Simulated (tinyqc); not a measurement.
Thermal and gravitational stress in a wafer during furnace and rapid thermal processing, and the onset of slip. Changing the wafer spacing s. Computed by tinyqc, a small Python program. Command: `OMP_NUM_THREADS=1 python tinyqc.py 3018092 3018093 out.jsonl slip sweep`. One thread of a shared host (Intel(R) Xeon(R) Processor @ 2.30GHz), about 0.01 s of CPU time with the checks.

A thin free disc in plane stress, isotropic; T(r) = T_centre + dT (r/R)^n. Stress is positive in tension; sigma_SB = 5.670374419e-8 W/(m^2 K^4), g = 9.80665 m/s^2.

Inputs (values chosen for the exercise, modelled on silicon): wafer radius R = 75 mm; thickness t = 675 micrometre; Young's modulus E = 146 GPa; expansion alpha = 4.44 1e-6/K; temperature T = 1225 K; prefactor A of the critical stress = 0.00027 MPa; energy U of the critical stress = 1.06 eV; density rho = 2330 kg/m^3; heat capacity c = 934 J/(kg K); conductivity k = 28 W/(m K); ramp rate = 11 K/min.

Constants: k_B = 8.617333262e-05 eV/K.

Method. Critical resolved stress tau_c = A exp(U/(k_B T)), a form chosen for the exercise; slip when 0.492799 |s_tt(R)| > tau_c; allowed |dT| = tau_c (n + 2)/(0.492799 n alpha E). In a stack heated from the rim, heat flows inward by conduction and by radiation between wafers: k_eff = k + (16/3) sigma_SB T^3 s^2/t (a diffusion estimate with the spacing as path length). A steady ramp gives the parabolic lag dT = rho c (ramp) R^2/(4 k_eff); the allowed ramp uses n = 2.

One run for each value:
```
wafer spacing s (mm)  allowed ramp rate (K/min)  k_eff (W/(m K))  lag of the centre (K)
2.0                                        23.8             31.3                  17.93
2.9                                        26.6             34.9                  16.06
4.3                                        32.9             43.2                  12.98
6.4                                        47.0             61.7                   9.09
9.4                                        76.7            100.8                   5.57
14.0                                      144.1            189.4                   2.96
20.0                                      272.0            357.4                   1.57
30.0                                      585.3            769.2                   0.73
```

Over the rows, allowed ramp rate (K/min) rises from 23.8 to 585 (exponent d ln y / d ln x 0.30 between the first rows and 1.9 between the last); k_eff (W/(m K)) rises from 31.3 to 769 (exponent d ln y / d ln x 0.30 between the first rows and 1.9 between the last); lag of the centre (K) falls from 17.9 to 0.729 (exponent d ln y / d ln x -0.30 between the first rows and -1.9 between the last).
